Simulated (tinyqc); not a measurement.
Complex band structure along [001] in sp3s* tight binding: one step. Complex wave vectors at one energy in the gap. Two cases, with inputs chosen for the exercise.

Question. Solve det(H0 - E + z T + T^T/z) = 0 with E = Ev + dE, as the linear problem [[0, 1], [-T^T, E - H0]] x = z [[1, 0], [0, T]] x. Roots come as z, -z, 1/z and conjugates; list those with 0 < |z| < 1 and Re z, Im z >= 0, by falling |z|. Re kz = arg(z)/(pi/2) in units of 2 pi/a, kappa = -(4/a) ln|z|.

For k = (0, 0, kz) the phase sums are g0 = cos(phi) and g3 = i sin(phi), phi = kz a/4, and the s, pz, s* orbitals of anion (a) and cation (c) decouple from px, py. With z = exp(i phi), H(z) = H0 + z T + T^T/z for any complex z. H0 is diagonal (Esa, Epa, Exa, Esc, Epc, Exc). The anion-cation block is B(z) = z U + W/z and the cation-anion block z W^T + U^T/z, where U has Vss/2 (s,s), Vsapc/2 (s,z), -Vscpa/2 (z,s), Vxx/2 (z,z), Vxapc/2 (s*,z), -Vpaxc/2 (z,s*), and W has the same values with the s-z and s*-z signs reversed. |z| = 1 is a band state, |z| < 1 decays along [001] as exp(-kappa d) over a distance d, kappa = -(4/a) ln|z|. No spin-orbit coupling.

Case 1.

Values chosen (out of a larger set: near a published set for InP, fitted to gaps, whose masses and valley positions are rough (light masses up to twice too heavy); not measured data): dE = 0.59 eV (E - Ev); a = 5.872 angstrom (lattice constant).

diagonal of H0 (eV): sa -8.547000, za 0.876000, s*a 8.256000, sc -1.479000, zc 4.043000, s*c 7.086000

T (eV):
```
,sa,za,s*a,sc,zc,s*c
sa,0.000000,0.000000,0.000000,-2.684500,1.113500,0.000000
za,0.000000,0.000000,0.000000,-2.795500,0.941000,-2.244000
s*a,0.000000,0.000000,0.000000,0.000000,1.733500,0.000000
sc,-2.684500,2.795500,0.000000,0.000000,0.000000,0.000000
zc,-1.113500,0.941000,-1.733500,0.000000,0.000000,0.000000
s*c,0.000000,2.244000,0.000000,0.000000,0.000000,0.000000
```

Ev = -0.000052 eV

Case 2.

Values chosen (out of a larger set: near a published set for Ge, fitted to gaps, whose masses and valley positions are rough (light masses up to twice too heavy); not measured data): dE = 0.53 eV (E - Ev); a = 5.656 angstrom (lattice constant).

diagonal of H0 (eV): sa -5.906000, za 1.598000, s*a 6.404000, sc -5.906000, zc 1.598000, s*c 6.404000

T (eV):
```
,sa,za,s*a,sc,zc,s*c
sa,0.000000,0.000000,0.000000,-3.383500,2.721000,0.000000
za,0.000000,0.000000,0.000000,-2.721000,0.811000,-2.601500
s*a,0.000000,0.000000,0.000000,0.000000,2.601500,0.000000
sc,-3.383500,2.721000,0.000000,0.000000,0.000000,0.000000
zc,-2.721000,0.811000,-2.601500,0.000000,0.000000,0.000000
s*c,0.000000,2.601500,0.000000,0.000000,0.000000,0.000000
```

Ev = -0.024000 eV

Give: Decaying roots.

Answer.

Case 1.

Decaying roots:
```
Re z,Im z,|z|,Re kz (2 pi/a),kappa (1/angstrom)
0.8682,0.0000,0.8682,0.0000,0.0963
0.0000,0.3434,0.3434,1.0000,0.7282
0.0000,0.2951,0.2951,1.0000,0.8313
```

The slowest root has kappa = 0.0963 1/angstrom at Re kz = 0.000: a purely imaginary k at Gamma. The probability falls by exp(-2 kappa d), a factor 6.86 over 1 nm.

Case 2.

Decaying roots:
```
Re z,Im z,|z|,Re kz (2 pi/a),kappa (1/angstrom)
0.9230,0.0000,0.9230,0.0000,0.0567
0.2144,0.6632,0.6970,0.8009,0.2552
```

The slowest root has kappa = 0.0567 1/angstrom at Re kz = 0.000: a purely imaginary k at Gamma. The probability falls by exp(-2 kappa d), a factor 3.11 over 1 nm.

Computed by tinyqc, one run a case: `OMP_NUM_THREADS=1 python tinyqc.py N N+1 out.jsonl` with N = 1450608, 1450695; one thread of a shared Intel(R) Xeon(R) Processor @ 2.30GHz, about 0.01 s a run at most.
